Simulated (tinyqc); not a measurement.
From a target wavelength to the width: optical transitions of a finite quantum well. Three cases, with inputs chosen for the exercise.

Problem. Which width puts the e1-hh1 edge, hc/(Eg + e1 + hh1), at the wavelength below?

Each carrier sees a square well of width L with its own depth V and masses m (inside), mb (outside); c = hbar^2/2m0, k = sqrt(m E/c), kappa = sqrt(mb (V - E)/c), and level n solves k L + 2 atan[(k/m)/(kappa/mb)] = n pi. The envelope is cos(kz) for odd n and sin(kz) for even n inside, joins exp(-kappa (|z| - L/2)) outside, and is normalised to 1. Excitons and band mixing are left out.

Constants: hbar^2/2m0 = 3.80998211 eV angstrom^2; hc = 1239.841984 eV nm.

Case 1.

Values chosen (near those of an InGaAs well in InAlAs; not measured data): Eg = 0.806 eV (gap of the well); Vc = 0.517 eV (conduction offset); Vv = 0.204 eV (valence offset); me = 0.0412 m0 (electron, well); meb = 0.0721 m0 (electron, barrier); mh = 0.381 m0 (heavy hole along z, well); mhb = 0.409 m0 (heavy hole, barrier).

edge wavelength = 1315.735 nm

Case 2.

Values chosen (near those of a GaAs well in AlGaAs; not measured data): Eg = 1.514 eV (gap of the well); Vc = 0.251 eV (conduction offset); Vv = 0.135 eV (valence offset); me = 0.0665 m0 (electron, well); meb = 0.0927 m0 (electron, barrier); mh = 0.337 m0 (heavy hole along z, well); mhb = 0.392 m0 (heavy hole, barrier).

edge wavelength = 806.698 nm

Case 3.

Values chosen (near those of a GaAs well in AlGaAs; not measured data): Eg = 1.499 eV (gap of the well); Vc = 0.178 eV (conduction offset); Vv = 0.096 eV (valence offset); me = 0.0653 m0 (electron, well); meb = 0.0853 m0 (electron, barrier); mh = 0.339 m0 (heavy hole along z, well); mhb = 0.393 m0 (heavy hole, barrier).

edge wavelength = 815.619 nm

Find: e1 + hh1 needed; L; e1; hh1.

Solution. Both confinement energies fall steadily with L, so their sum meets the target once; bisection in L finds it.

Case 1.

e1 + hh1 needed = 136.3 meV
L = 54.0 angstrom
e1 = 115.4 meV
hh1 = 20.9 meV

Case 2.

e1 + hh1 needed = 22.9 meV
L = 139.0 angstrom
e1 = 18.5 meV
hh1 = 4.4 meV

Case 3.

e1 + hh1 needed = 21.1 meV
L = 142.0 angstrom
e1 = 17.1 meV
hh1 = 4.1 meV

Computed by tinyqc, one run a case: `OMP_NUM_THREADS=1 python tinyqc.py N N+1 out.jsonl` with N = 1252391, 1252430, 1252460; one thread of a shared Intel(R) Xeon(R) Processor @ 2.30GHz, about 0.1 s a run at most.
